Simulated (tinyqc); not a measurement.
# Voltage acceleration of oxide breakdown, four models on the same data: effect of the use temperature

Field E = V/tox in MV/cm. Models: ln(t63/1 s) = a - c X with X = E (E model), -1/E (1/E model), ln V (power law, c the exponent n) or sqrt(E).

With a and c fitted to the stress data, the voltage for ten years solves a - c X + ln(temperature factor times ks) = ln 3.15576e8; temperature factor exp[(Ea q/kB)(1/Tu - 1/Ts)].

Inputs (values chosen for the exercise): oxide thickness tox = 8 nm; stress temperature Ts = 373 K; activation energy Ea = 0.99 eV; factor for area and percentile ks = 2.3e-5.

Constants: q = 1.602176634e-19 C, kB = 1.380649e-23 J/K. Results are converted to the units shown.

| model | c | a |
|---|---|---|
| E | 5.02006 | 50.7283 |
| 1/E | 362.877 | -35.3942 |
| power | 42.9643 | 90.0358 |
| sqrt E | 29.4206 | 93.6427 |

Effect of the use temperature:

| Tu (K) | temperature factor | V for ten years, E (V) | V for ten years, 1/E (V) | V for ten years, power (V) | V for ten years, sqrt E (V) |
|---|---|---|---|---|---|
| 273 | 7.939e4 | 5.061 | 5.340 | 5.228 | 5.154 |
| 298 | 2326 | 4.499 | 5.015 | 4.816 | 4.678 |
| 328 | 68.42 | 3.937 | 4.727 | 4.437 | 4.226 |
| 358 | 3.635 | 3.469 | 4.511 | 4.144 | 3.867 |
| 378 | 0.6654 | 3.199 | 4.395 | 3.983 | 3.667 |
| 398 | 0.1445 | 2.955 | 4.296 | 3.844 | 3.491 |
| 423 | 0.02623 | 2.683 | 4.190 | 3.694 | 3.300 |

What does the table show?

The temperature factor falls from 79400 to 0.0262, and the allowed voltage by 47.0 % in the E model and 21.5 % in the 1/E model: the steeper a model is near use conditions, the less voltage a given factor in time costs.

Range of the model: All four laws are empirical fits; none is established far below the stress range.

Computed by the program tinyqc: `OMP_NUM_THREADS=1 python tinyqc.py 2070109 2070110 out.jsonl`, one thread of a shared Intel Xeon 2.30GHz, about 0.01 s for the whole run.
